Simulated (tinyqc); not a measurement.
Worked calculation: coherent transport through a tight-binding region between two chains. One step of it, computed by the program tinyqc.

Question. Transmission at E = -0.68 eV. Surface Green function g = (E - i sqrt(4 t^2 - E^2)) / (2 t^2); self-energy tc^2 g on each contact site; G = (E - H - Sigma)^(-1); Gamma = -2 Im Sigma; T = Gamma_L Gamma_R |G_LR|^2; local density of states -Im G_ii / pi.

H of the central region (eV):
```
           1          2          3          4          5          6
1  -0.060000  -2.360000   0.000000   0.000000   0.000000   0.000000
2  -2.360000   0.380000  -1.920000   0.000000   0.000000   0.000000
3   0.000000  -1.920000   0.410000  -0.740000   0.000000   0.000000
4   0.000000   0.000000  -0.740000  -0.700000  -1.270000   0.000000
5   0.000000   0.000000   0.000000  -1.270000  -0.120000  -2.360000
6   0.000000   0.000000   0.000000   0.000000  -2.360000  -0.600000
```

Leads: semi-infinite chains with site energy 0:

| parameter | value |
|---|---|
| lead hopping t (eV) | 1.470000 |
| coupling to the left lead (eV) | 1.230000 |
| coupling to the right lead (eV) | 1.370000 |
| left contact site | 1 |
| right contact site | 6 |

E = -0.680000 eV

Give: g; G; local density of states; transmission.

Answer.

g = -0.1573-0.6618i 1/eV

G (1/eV):
```
                 1                2                3                4
1  -0.0380-0.1666i   0.3469-0.0108i   0.2382+0.1988i  -0.5491+0.3210i
2   0.3469-0.0108i   0.0515-0.1489i   0.1229-0.0689i   0.0473+0.2849i
3   0.2382+0.1988i   0.1229-0.0689i  -0.2250-0.2824i   0.7011-0.2372i
4  -0.5491+0.3210i   0.0473+0.2849i   0.7011-0.2372i   0.9099-1.0887i
5  -0.1302-0.1209i  -0.0724+0.0357i   0.1200+0.1683i   0.3646+0.1554i
6   0.2646-0.2014i  -0.0426-0.1449i  -0.3488+0.1676i  -0.4032+0.6228i

                 5                6
1  -0.1302-0.1209i   0.2646-0.2014i
2  -0.0724+0.0357i  -0.0426-0.1449i
3   0.1200+0.1683i  -0.3488+0.1676i
4   0.3646+0.1554i  -0.4032+0.6228i
5  -0.0757-0.1005i   0.2096-0.1075i
6   0.2096-0.1075i   0.2667-0.3606i
```

local density of states (1/eV): 0.0530  0.0474  0.0899  0.3466  0.0320  0.1148

transmission = 0.5502
